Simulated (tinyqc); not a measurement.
Worked calculation: Hubbard ring of 6 sites. One step of it, computed by the program tinyqc.

Task: Mean-field iteration 2. H(up) = T + U n(down), H(down) = T + U n(up); fill the lowest levels; n(new) = n + mixing (n(out) - n); E = tr T (rho up + rho down) + U sum n_up n_down of the output.

one-body matrix (hopping and site energies) (eV):
```
           1          2          3          4          5          6
1   0.000000  -1.760000   0.000000   0.000000   0.000000  -1.760000
2  -1.760000   0.000000  -1.760000   0.000000   0.000000   0.000000
3   0.000000  -1.760000   0.000000  -1.760000   0.000000   0.000000
4   0.000000   0.000000  -1.760000   0.000000  -1.760000   0.000000
5   0.000000   0.000000   0.000000  -1.760000   0.000000  -1.760000
6  -1.760000   0.000000   0.000000   0.000000  -1.760000   0.000000
```

U = 9.000000 eV

electrons, up and down: 3  3

mixing = 0.200000

n(up) after iteration 1: 1 0.946302, 2 0.053698, 3 0.946302, 4 0.053698, 5 0.946302, 6 0.053698

n(down) after iteration 1: 1 0.053698, 2 0.946302, 3 0.053698, 4 0.946302, 5 0.053698, 6 0.946302

Give: levels, up; levels, down; energy; n(up) after iteration 2; n(down) after iteration 2.

Result:

levels, up (eV): -0.841  0.115  0.115  8.885  8.885  9.841

levels, down (eV): -0.841  0.115  0.115  8.885  8.885  9.841

energy = -3.980 eV

n(up) after iteration 2: 1 0.943, 2 0.057, 3 0.943, 4 0.057, 5 0.943, 6 0.057

n(down) after iteration 2: 1 0.057, 2 0.943, 3 0.057, 4 0.943, 5 0.057, 6 0.943
